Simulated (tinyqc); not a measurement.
Polytypes and stacking faults of a tetrahedral semiconductor in an axial Ising model with couplings up to third neighbours. Which input was changed? Computed by tinyqc, a small Python program. Command: `OMP_NUM_THREADS=1 python tinyqc.py 3028791 3028792 out.jsonl polytype which`. One thread of a shared host (Intel(R) Xeon(R) Processor @ 2.30GHz), about 0.1 s of CPU time with the checks.

Each double layer has s = +1 or -1 for the sense of its stacking step; E per pair of atoms = E0 - sum_n J_n <s_i s_(i+n)>, n = 1, 2, 3. Hexagonality h = (1 - <s_i s_(i+1)>)/2.

Inputs (values chosen for the exercise, of the order of those of SiC for J, a, G and the gaps):

| quantity | value | unit |
|---|---|---|
| J1 | 1.2 | meV/pair |
| J2 | -2.52 | meV/pair |
| J3 | -0.45 | meV/pair |
| basal lattice constant a | 3.08 | angstrom |
| shear modulus G | 193 | GPa |
| Poisson ratio nu | 0.3 | - |
| gap of 3C | 2.39 | eV |
| gap of 4H | 3.26 | eV |

Host polytype: 6H.

correlations of the repeat units 3C (+), 2H (+-), 4H (++--), 6H (+++---), 15R (+++--), 8H (++++----), 21R (++++---), 9R (++-):
```
         n = 1      n = 2      n = 3
3C    1.000000   1.000000   1.000000
2H   -1.000000   1.000000  -1.000000
4H    0.000000  -1.000000   0.000000
6H    0.333333  -0.333333  -1.000000
15R   0.200000  -0.600000  -0.600000
8H    0.500000   0.000000  -0.500000
21R   0.428571  -0.142857  -0.714286
9R   -0.333333  -0.333333   1.000000
```

fault coefficients k_n:
```
                             J1         J2         J3
single Shockley (42)   0.000000   0.000000  -4.000000
Frank-type (32)        0.666667   1.333333  -2.000000
Frank-type (43)       -0.666667  -1.333333  -2.000000
```

Constants: 1 eV/angstrom^2 = 16.02176634 J/m^2.

Method:
- E - E(3C) = sum_n J_n (1 - C_n), C_n = <s_i s_(i+n)>. The gap is taken linear in h between 3C (h = 0) and 4H (h = 1/2), a rough rule, with a dash beyond.
- Faults in 6H: the sequences single Shockley (42) (++++--), Frank-type (32) (+++--), Frank-type (43) (++++---) are put between perfect repeats; k_n = (layers x C_n of the host) - sum_i s_i s_(i+n). gamma = sum k_n J_n/A, A = (sqrt 3/2) a^2; 1 meV/angstrom^2 = 16.02177 mJ/m^2.
- Screw line, bounded by the single Shockley (42) fault of energy gamma: b = a, partials b_p = a/sqrt 3; d = G b_p^2 (2 - 3 nu)/(8 pi gamma (1 - nu)). One partial is driven off by the shear stress gamma/b_p along its Burgers vector.

Question. One of these inputs alone was changed, within the range given: J1 (0.6 to 2.4); J3 (-0.9 to -0.225); basal lattice constant a (1.54 to 6.16); shear modulus G (96.5 to 386). Which one, and to what value?

Results:

| run | splitting width d (nm) | E(6H) - E(3C) (meV/pair) | E(4H) - E(3C) (meV/pair) |
|---|---|---|---|
| before | 108.7030 | -3.460 | -4.290 |
| after | 85.9690 | -3.698 | -4.409 |

Answer.

Each candidate set to reproduce splitting width d, and what it then gives:

| candidate | range searched | value needed | E(6H) - E(3C) (meV/pair) | E(4H) - E(3C) (meV/pair) |
|---|---|---|---|---|
| J1 (meV/pair) | 0.6 to 2.4 | no effect | - | - |
| J3 (meV/pair) | -0.9 to -0.225 | -0.5690 | -3.6980 | -4.4090 |
| basal lattice constant a (angstrom) | 1.54 to 6.16 | 2.905 | -3.4600 | -4.2900 |
| shear modulus G (GPa) | 96.5 to 386 | 152.6 | -3.4600 | -4.2900 |

Only J3 fits every result: it went from -0.45 to -0.569 meV/pair. The next best candidate, shear modulus G, misses one result by 6.4 %.
